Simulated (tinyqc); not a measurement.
# Reflectance at normal incidence against thickness

Normal incidence on air, film (n1) and substrate (N2 = n2 - i k2): r01 = (1 - n1)/(1 + n1), r12 = (n1 - N2)/(n1 + N2), amplitude (r01 + r12 X)/(1 + r01 r12 X), X = exp(-4 pi i n1 d/lam), R its squared modulus, phase from 0 to 360 degrees.

Values chosen for this exercise: wavelength lam = 632.8 nm; index of the transparent film n1 = 1.473; index of the substrate n2 = 3.882; extinction coefficient of the substrate k2 = 0.019.

Reflectance at normal incidence against thickness:
```
d (nm)  R (%)  phase of the reflected amplitude (degrees)
0       34.85                                       179.8
26      32.09                                       152.1
52      24.31                                       120.1
79      13.74                                       74.91
105     8.047                                       6.911
131     12.20                                       294.8
158     22.58                                       246.3
184     31.07                                       213.0
210     34.76                                       184.9
```

Read the table: what changes, and by how much?

R goes from 34.9 through a minimum of 8.05 (at d = 105 nm among the rows listed) to 34.8 %. At a quarter wave, d = 107 nm, R = 8.01 %; for a transparent substrate it would vanish for n1 = sqrt(n2) = 1.97.

Numbers from tinyqc (`OMP_NUM_THREADS=1 python tinyqc.py 2870138 2870139 out.jsonl`; about 0.01 s on one thread of a shared Intel Xeon 2.30GHz).
